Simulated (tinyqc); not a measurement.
Inside a calculation. Method: CIS and TDHF on RHF in the sto-3g basis, for BeH+, spin multiplicity 1. Computed by tinyqc, a small Python program that keeps every step (integrals from PySCF). Settings: charge = 1, multiplicity = 1, basis = sto-3g, method = RHF, energy threshold = 1e-10, iteration cap = 56, orthogonalisation = symmetric, start = core, DIIS depth = 6, TDHF = 1. Command: `OMP_NUM_THREADS=1 python tinyqc.py 30791 30792 out.jsonl` (the two numbers bound the seeds that draw the settings). One thread of a shared host (Intel(R) Xeon(R) Processor @ 2.60GHz), about 0.06 s of CPU time with the checks. The early iterations of the SCF are left out here.

## One-electron integrals

Geometry (angstrom):
```
atom         x         y         z
Be    0.000000  0.000000  0.000000
H     0.000000  0.000000  1.428000
```

Basis sto-3g: exponents (1/bohr^2) and contraction coefficients of normalised primitives:
```
element  l (shell)   exponent  coefficient
Be           s (1)  30.167871     0.154329
Be           s (1)   5.495115     0.535328
Be           s (1)   1.487193     0.444635
Be           s (2)   1.314833    -0.099967
Be           s (2)   0.305539     0.399513
Be           s (2)   0.099371     0.700115
Be           p (3)   1.314833     0.155916
Be           p (3)   0.305539     0.607684
Be           p (3)   0.099371     0.391957
H            s (1)   3.425251     0.154329
H            s (1)   0.623914     0.535328
H            s (1)   0.168855     0.444635
```

Overlap, kinetic and nuclear-attraction integrals over the contracted functions; the nuclear repulsion is the sum of Za Zb / Rab.

nuclear repulsion = 1.48228911 hartree

overlap S:
```
           1Be 1s    1Be 2s   1Be 2px   1Be 2py   1Be 2pz     2H 1s
1Be 1s   1.000000  0.259517  0.000000  0.000000  0.000000  0.057244
1Be 2s   0.259517  1.000000  0.000000  0.000000  0.000000  0.424848
1Be 2px  0.000000  0.000000  1.000000  0.000000  0.000000  0.000000
1Be 2py  0.000000  0.000000  0.000000  1.000000  0.000000  0.000000
1Be 2pz  0.000000  0.000000  0.000000  0.000000  1.000000  0.499852
2H 1s    0.057244  0.424848  0.000000  0.000000  0.499852  1.000000
```

kinetic energy T (hartree):
```
            1Be 1s     1Be 2s   1Be 2px   1Be 2py   1Be 2pz      2H 1s
1Be 1s    6.693975  -0.033012  0.000000  0.000000  0.000000  -0.014899
1Be 2s   -0.033012   0.211111  0.000000  0.000000  0.000000   0.056186
1Be 2px   0.000000   0.000000  0.660592  0.000000  0.000000   0.000000
1Be 2py   0.000000   0.000000  0.000000  0.660592  0.000000   0.000000
1Be 2pz   0.000000   0.000000  0.000000  0.000000  0.660592   0.165394
2H 1s    -0.014899   0.056186  0.000000  0.000000  0.165394   0.760032
```

nuclear attraction V (hartree):
```
             1Be 1s     1Be 2s    1Be 2px    1Be 2py    1Be 2pz      2H 1s
1Be 1s   -14.931664  -1.995415   0.000000   0.000000  -0.015850  -0.440545
1Be 2s    -1.995415  -2.665017   0.000000   0.000000  -0.137952  -1.122644
1Be 2px    0.000000   0.000000  -2.611059   0.000000   0.000000   0.000000
1Be 2py    0.000000   0.000000   0.000000  -2.611059   0.000000   0.000000
1Be 2pz   -0.015850  -0.137952   0.000000   0.000000  -2.717671  -1.303368
2H 1s     -0.440545  -1.122644   0.000000   0.000000  -1.303368  -2.700753
```

core Hamiltonian H = T + V (hartree):
```
            1Be 1s     1Be 2s    1Be 2px    1Be 2py    1Be 2pz      2H 1s
1Be 1s   -8.237689  -2.028428   0.000000   0.000000  -0.015850  -0.455444
1Be 2s   -2.028428  -2.453906   0.000000   0.000000  -0.137952  -1.066458
1Be 2px   0.000000   0.000000  -1.950467   0.000000   0.000000   0.000000
1Be 2py   0.000000   0.000000   0.000000  -1.950467   0.000000   0.000000
1Be 2pz  -0.015850  -0.137952   0.000000   0.000000  -2.057079  -1.137974
2H 1s    -0.455444  -1.066458   0.000000   0.000000  -1.137974  -1.940721
```

## Two-electron integrals

Functions are numbered as in S; the eight-fold symmetry (ij|kl) = (ji|kl) = (kl|ij) leaves the list below.

Two-electron integrals (ij|kl) in chemists' order, unique and non-zero (hartree):
```
(11|11) 2.298831   (21|11) 0.392036   (21|21) 0.079539   (22|11) 0.570988
(22|21) 0.143041   (22|22) 0.417683   (31|31) 0.014607   (32|31) 0.021888
(32|32) 0.092265   (33|11) 0.569578   (33|21) 0.143083   (33|22) 0.417589
(33|33) 0.449859   (41|41) 0.014607   (42|41) 0.021888   (42|42) 0.092265
(43|43) 0.024249   (44|11) 0.569578   (44|21) 0.143083   (44|22) 0.417589
(44|33) 0.401360   (44|44) 0.449859   (51|51) 0.014607   (52|51) 0.021888
(52|52) 0.092265   (53|53) 0.024249   (54|54) 0.024249   (55|11) 0.569578
(55|21) 0.143083   (55|22) 0.417589   (55|33) 0.401360   (55|44) 0.401360
(55|55) 0.449859   (61|11) 0.085460   (61|21) 0.017329   (61|22) 0.031416
(61|33) 0.031191   (61|44) 0.031191   (61|51) 0.001541   (61|52) 0.002898
(61|55) 0.031883   (61|61) 0.003961   (62|11) 0.201973   (62|21) 0.051309
(62|22) 0.162535   (62|33) 0.156438   (62|44) 0.156438   (62|51) 0.006731
(62|52) 0.040790   (62|55) 0.174584   (62|61) 0.012364   (62|62) 0.093095
(63|31) 0.004780   (63|32) 0.022198   (63|53) 0.007118   (63|63) 0.008716
(64|41) 0.004780   (64|42) 0.022198   (64|54) 0.007118   (64|64) 0.008716
(65|11) 0.214798   (65|21) 0.055246   (65|22) 0.183576   (65|33) 0.172696
(65|44) 0.172696   (65|51) 0.010961   (65|52) 0.063569   (65|55) 0.205150
(65|61) 0.013933   (65|62) 0.119755   (65|65) 0.159324   (66|11) 0.368148
(66|21) 0.095227   (66|22) 0.337591   (66|33) 0.313084   (66|44) 0.313084
(66|51) 0.014868   (66|52) 0.115558   (66|55) 0.386338   (66|61) 0.023584
(66|62) 0.244138   (66|65) 0.333828   (66|66) 0.774606
```

## Orthogonalisation

S = U s U^T; symmetric (Loewdin) form X = U s^(-1/2) U^T, so that X^T S X = 1.

eigenvalues of S: 0.333557  0.794194  1.000000  1.000000  1.176281  1.695967

X:
```
            1Be 1s     1Be 2s   1Be 2px   1Be 2py    1Be 2pz      2H 1s
1Be 1s    1.027689  -0.145341  0.000000  0.000000  -0.011224   0.022777
1Be 2s   -0.145341   1.132693  0.000000  0.000000   0.122029  -0.306993
1Be 2px   0.000000   0.000000  1.000000  0.000000   0.000000   0.000000
1Be 2py   0.000000   0.000000  0.000000  1.000000   0.000000   0.000000
1Be 2pz  -0.011224   0.122029  0.000000  0.000000   1.140336  -0.354335
2H 1s     0.022777  -0.306993  0.000000  0.000000  -0.354335   1.242769
```

## Iteration 8 (converged): orbitals

converged F (hartree):
```
            1Be 1s     1Be 2s    1Be 2px    1Be 2py    1Be 2pz      2H 1s
1Be 1s   -5.013426  -1.409270   0.000000   0.000000   0.017299  -0.315843
1Be 2s   -1.409270  -0.869610   0.000000   0.000000  -0.139387  -0.529243
1Be 2px   0.000000   0.000000  -0.140116   0.000000   0.000000   0.000000
1Be 2py   0.000000   0.000000   0.000000  -0.140116   0.000000   0.000000
1Be 2pz   0.017299  -0.139387   0.000000   0.000000  -0.315445  -0.432504
2H 1s    -0.315843  -0.529243   0.000000   0.000000  -0.432504  -0.530528
```

Diagonalise F' = X^T F X, C = X C', fill 2 alpha and 2 beta electrons from the bottom; D = 2 C_occ C_occ^T. Each column has its largest component positive (the first on a tie).

F' = X^T F X (hartree):
```
           1          2          3          4          5          6
1  -4.904515  -0.706932   0.000000   0.000000   0.019519  -0.031841
2  -0.706932  -0.479158   0.000000   0.000000   0.012918  -0.350363
3   0.000000   0.000000  -0.140116   0.000000   0.000000   0.000000
4   0.000000   0.000000   0.000000  -0.140116   0.000000   0.000000
5   0.019519   0.012918   0.000000   0.000000  -0.132987  -0.356607
6  -0.031841  -0.350363   0.000000   0.000000  -0.356607  -0.187578
```

orbital energies (hartree): MO1 -5.016266, MO2 -0.721550, MO3 -0.261675, MO4 -0.140116, MO5 -0.140116, MO6 0.295253

coefficients C:
```
               MO1        MO2        MO3        MO4       MO5        MO6
1Be 1s    0.992931  -0.191777  -0.201033   0.000000  0.000000   0.121699
1Be 2s    0.026544   0.566654   0.760225   0.000000  0.000000  -0.716596
1Be 2px   0.000000   0.000000   0.000000  -0.021085  0.999778   0.000000
1Be 2py   0.000000   0.000000   0.000000   0.999778  0.021085   0.000000
1Be 2pz  -0.001867   0.290056  -0.629727   0.000000  0.000000  -0.979921
2H 1s    -0.002264   0.494063  -0.250518   0.000000  0.000000   1.207448
```

D after iteration 8:
```
            1Be 1s     1Be 2s   1Be 2px   1Be 2py    1Be 2pz      2H 1s
1Be 1s    2.045379  -0.164629  0.000000  0.000000  -0.114960  -0.193996
1Be 2s   -0.164629   0.643602  0.000000  0.000000   0.328624   0.559805
1Be 2px   0.000000   0.000000  0.000000  0.000000   0.000000   0.000000
1Be 2py   0.000000   0.000000  0.000000  0.000000   0.000000   0.000000
1Be 2pz  -0.114960   0.328624  0.000000  0.000000   0.168272   0.286620
2H 1s    -0.193996   0.559805  0.000000  0.000000   0.286620   0.488206
```

Within a degenerate level the vectors are fixed only up to a rotation; this is one choice.

## Convergence

Stop when the energy changes by less than 1e-10 hartree and every element of the error matrix X^T (F D S - S D F) X is below 3e-06.

Course of the cycle:
```
iteration   E (hartree)     change  largest element of the error matrix
1          -14.52099667          -                             3.12e-01
2          -14.65607508  -1.35e-01                             5.92e-02
3          -14.66037164  -4.30e-03                             1.21e-02
4          -14.66095380  -5.82e-04                             3.37e-03
5          -14.66099852  -4.47e-05                             6.84e-05
6          -14.66099853  -1.55e-08                             1.55e-05
7          -14.66099853  -9.29e-10                             7.08e-08
8          -14.66099853  -1.78e-14                             2.67e-09
```

PySCF RHF in the same basis = -14.66099853 hartree

Converged in 8 iterations.

## Integrals over molecular orbitals

(pq|rs) = sum C_ip C_jq C_kr C_ls (ij|kl), one index at a time.

one-electron integrals over orbitals h = C^T H C (hartree):
```
           1          2          3          4          5          6
1  -8.228061   0.164107   0.203225   0.000000   0.000000  -0.073432
2   0.164107  -2.177411  -0.003205   0.000000   0.000000   0.177101
3   0.203225  -0.003205  -1.939307   0.000000   0.000000  -0.045287
4   0.000000   0.000000   0.000000  -1.950467   0.000000   0.000000
5   0.000000   0.000000   0.000000   0.000000  -1.950467   0.000000
6  -0.073432   0.177101  -0.045287   0.000000   0.000000  -1.618446
```

Two-electron integrals over orbitals (pq|rs), unique and non-zero (hartree):
```
(11|11) 2.275482    (21|11) -0.165952   (21|21) 0.020754    (22|11) 0.478534
(22|21) 0.001845    (22|22) 0.519547    (31|11) -0.173675   (31|21) 0.016312
(31|22) -0.017577   (31|31) 0.027603    (32|11) 0.043399    (32|21) -0.005602
(32|22) -0.067282   (32|31) 0.002385    (32|32) 0.037525    (33|11) 0.551136
(33|21) -0.012988   (33|22) 0.320244    (33|31) 0.004108    (33|32) 0.029904
(33|33) 0.463444    (41|41) 0.015596    (42|41) 0.013386    (42|42) 0.043137
(43|41) 0.014026    (43|42) 0.031326    (43|43) 0.051659    (44|11) 0.569236
(44|21) -0.006076   (44|22) 0.365307    (44|31) -0.006102   (44|32) 0.021300
(44|33) 0.397480    (44|44) 0.449859    (51|51) 0.015596    (52|51) 0.013386
(52|52) 0.043137    (53|51) 0.014026    (53|52) 0.031326    (53|53) 0.051659
(54|54) 0.024249    (55|11) 0.569236    (55|21) -0.006076   (55|22) 0.365307
(55|31) -0.006102   (55|32) 0.021300    (55|33) 0.397480    (55|44) 0.401360
(55|55) 0.449859    (61|11) 0.097742    (61|21) -0.016007   (61|22) -0.010746
(61|31) -0.003445   (61|32) 0.006903    (61|33) 0.017124    (61|44) 0.002065
(61|55) 0.002065    (61|61) 0.018167    (62|11) -0.123332   (62|21) 0.002818
(62|22) 0.053557    (62|31) 0.006670    (62|32) -0.047286   (62|33) -0.026038
(62|44) -0.057462   (62|55) -0.057462   (62|61) 0.001969    (62|62) 0.121665
(63|11) 0.053299    (63|21) -0.003684   (63|22) -0.056021   (63|31) 0.005607
(63|32) 0.031997    (63|33) 0.056966    (63|44) 0.019636    (63|55) 0.019636
(63|61) 0.007088    (63|62) -0.048663   (63|63) 0.049840    (64|41) -0.008996
(64|42) -0.029426   (64|43) -0.013725   (64|64) 0.025917    (65|51) -0.008996
(65|52) -0.029426   (65|53) -0.013725   (65|65) 0.025917    (66|11) 0.509435
(66|21) -0.000631   (66|22) 0.517330    (66|31) -0.015235   (66|32) -0.066594
(66|33) 0.349150    (66|44) 0.369557    (66|55) 0.369557    (66|61) -0.006923
(66|62) 0.083621    (66|63) -0.056442   (66|66) 0.555562
```

## CIS matrix, singlets

A(ia,jb) = (e_a - e_i) d_ij d_ab + 2 (ia|jb) - (ij|ab).

CIS matrix A, singlet (hartree):
```
           1>3       1>4       1>5        1>6        2>3       2>4       2>5        2>6
1>3   4.258660  0.000000  0.000000  -0.060189   0.017758  0.000000  0.000000   0.017024
1>4   0.000000  4.338106  0.000000   0.000000   0.000000  0.032848  0.000000   0.000000
1>5   0.000000  0.000000  4.338106   0.000000   0.000000  0.000000  0.032848   0.000000
1>6  -0.060189  0.000000  0.000000   4.838417   0.017490  0.000000  0.000000   0.004568
2>3   0.017758  0.000000  0.000000   0.017490   0.214681  0.000000  0.000000  -0.038551
2>4   0.000000  0.032848  0.000000   0.000000   0.000000  0.302402  0.000000   0.000000
2>5   0.000000  0.000000  0.032848   0.000000   0.000000  0.000000  0.302402   0.000000
2>6   0.017024  0.000000  0.000000   0.004568  -0.038551  0.000000  0.000000   0.742802
```

## CIS singlet states

dipole integrals <i|r|a> (bohr):
```
             x         y          z
1>3   0.000000  0.000000  -0.101793
1>4  -0.003102  0.147106   0.000000
1>5   0.147106  0.003102   0.000000
1>6   0.000000  0.000000  -0.104366
2>3   0.000000  0.000000  -0.769329
2>4  -0.018031  0.854966   0.000000
2>5   0.854966  0.018031   0.000000
2>6   0.000000  0.000000   0.771714
```

Diagonalise A (1 hartree = 27.211386 eV); each vector has its largest component positive (the first on a tie). The transition dipole is mu = sqrt2 sum c_ia <i|r|a>.

singlet excitation energies (eV): 5.761271  8.221499  8.221499  20.286867  115.720658  118.053152  118.053152  131.829742

lowest vectors:
```
       state 1    state 2    state 3    state 4   state 5   state 6
1>3  -0.004740   0.000000   0.000000  -0.004481  0.994757  0.000000
1>4   0.000000  -0.002927  -0.007594   0.000000  0.000000  0.999056
1>5   0.000000  -0.007594   0.002927   0.000000  0.000000  0.042677
1>6  -0.003903   0.000000   0.000000  -0.000869  0.102035  0.000000
2>3   0.997343   0.000000   0.000000  -0.072608  0.004770  0.000000
2>4   0.000000   0.359635   0.933057   0.000000  0.000000  0.008131
2>5   0.000000   0.933057  -0.359635   0.000000  0.000000  0.000347
2>6   0.072583   0.000000   0.000000   0.997350  0.004905  0.000000
```

oscillator strengths 2/3 w |mu|^2: 0.142459  0.293754  0.293754  0.678332  0.070864  0.137352

Within a degenerate level the vectors are fixed only up to a rotation; this is one choice.

## TDHF (RPA) singlet states

B(ia,jb) = 2 (ia|jb) - (ib|ja); the squared energies are the eigenvalues of (A - B)(A + B); 1 hartree = 27.211386 eV.

TDHF matrix B, singlet (hartree):
```
           1>3       1>4       1>5        1>6        2>3       2>4       2>5        2>6
1>3   0.027603  0.000000  0.000000  -0.003445   0.002385  0.000000  0.000000   0.006437
1>4   0.000000  0.015596  0.000000   0.000000   0.000000  0.013386  0.000000   0.000000
1>5   0.000000  0.000000  0.015596   0.000000   0.000000  0.000000  0.013386   0.000000
1>6  -0.003445  0.000000  0.000000   0.018167   0.007136  0.000000  0.000000   0.001969
2>3   0.002385  0.000000  0.000000   0.007136   0.037525  0.000000  0.000000  -0.047286
2>4   0.000000  0.013386  0.000000   0.000000   0.000000  0.043137  0.000000   0.000000
2>5   0.000000  0.000000  0.013386   0.000000   0.000000  0.000000  0.043137   0.000000
2>6   0.006437  0.000000  0.000000   0.001969  -0.047286  0.000000  0.000000   0.121665
```

squared energies w^2 (hartree^2): 0.043069  0.089419  0.089419  0.536881  18.084244  18.820887  18.820887  23.470194

TDHF energies from the positive w^2 (eV): 5.647208  8.137033  8.137033  19.938371  115.717979  118.051282  118.051282  131.828408

## CIS matrix, triplets

A(ia,jb) = (e_a - e_i) d_ij d_ab - (ij|ab).

CIS matrix A, triplet (hartree):
```
           1>3       1>4       1>5        1>6       2>3       2>4       2>5       2>6
1>3   4.203455  0.000000  0.000000  -0.053299  0.012988  0.000000  0.000000  0.003684
1>4   0.000000  4.306915  0.000000   0.000000  0.000000  0.006076  0.000000  0.000000
1>5   0.000000  0.000000  4.306915   0.000000  0.000000  0.000000  0.006076  0.000000
1>6  -0.053299  0.000000  0.000000   4.802084  0.003684  0.000000  0.000000  0.000631
2>3   0.012988  0.000000  0.000000   0.003684  0.139631  0.000000  0.000000  0.056021
2>4   0.000000  0.006076  0.000000   0.000000  0.000000  0.216128  0.000000  0.000000
2>5   0.000000  0.000000  0.006076   0.000000  0.000000  0.000000  0.216128  0.000000
2>6   0.003684  0.000000  0.000000   0.000631  0.056021  0.000000  0.000000  0.499473
```

## CIS triplet states

Diagonalise A (1 hartree = 27.211386 eV); each vector has its largest component positive (the first on a tie).

triplet excitation energies (eV): 3.566635  5.880887  5.880887  13.822946  114.254996  117.197361  117.197361  130.799510

lowest vectors:
```
       state 1    state 2    state 3    state 4   state 5    state 6
1>3  -0.003028   0.000000   0.000000  -0.001518  0.996116   0.000000
1>4   0.000000  -0.001484  -0.000059   0.000000  0.000000   0.993182
1>5   0.000000   0.000059  -0.001484   0.000000  0.000000  -0.116568
1>6  -0.000794   0.000000   0.000000  -0.000293  0.087983   0.000000
2>3   0.988635   0.000000   0.000000   0.150302  0.003282   0.000000
2>4   0.000000   0.999199   0.040001   0.000000  0.000000   0.001475
2>5   0.000000  -0.040001   0.999199   0.000000  0.000000  -0.000173
2>6  -0.150306   0.000000   0.000000   0.988639  0.001057   0.000000
```

Within a degenerate level the vectors are fixed only up to a rotation; this is one choice.

## TDHF (RPA) triplet states

B(ia,jb) = - (ib|ja); the squared energies are the eigenvalues of (A - B)(A + B); 1 hartree = 27.211386 eV.

TDHF matrix B, triplet (hartree):
```
           1>3        1>4        1>5        1>6        2>3        2>4        2>5        2>6
1>3  -0.027603   0.000000   0.000000   0.003445  -0.002385   0.000000   0.000000  -0.006903
1>4   0.000000  -0.015596   0.000000   0.000000   0.000000  -0.013386   0.000000   0.000000
1>5   0.000000   0.000000  -0.015596   0.000000   0.000000   0.000000  -0.013386   0.000000
1>6   0.003445   0.000000   0.000000  -0.018167  -0.006670   0.000000   0.000000  -0.001969
2>3  -0.002385   0.000000   0.000000  -0.006670  -0.037525   0.000000   0.000000   0.047286
2>4   0.000000  -0.013386   0.000000   0.000000   0.000000  -0.043137   0.000000   0.000000
2>5   0.000000   0.000000  -0.013386   0.000000   0.000000   0.000000  -0.043137   0.000000
2>6  -0.006903   0.000000   0.000000  -0.001969   0.047286   0.000000   0.000000  -0.121665
```

squared energies w^2 (hartree^2): 0.012675  0.044833  0.044833  0.241856  17.629022  18.549003  18.549003  23.104804

TDHF energies from the positive w^2 (eV): 3.063528  5.761660  5.761660  13.382236  114.252253  117.195504  117.195504  130.798214
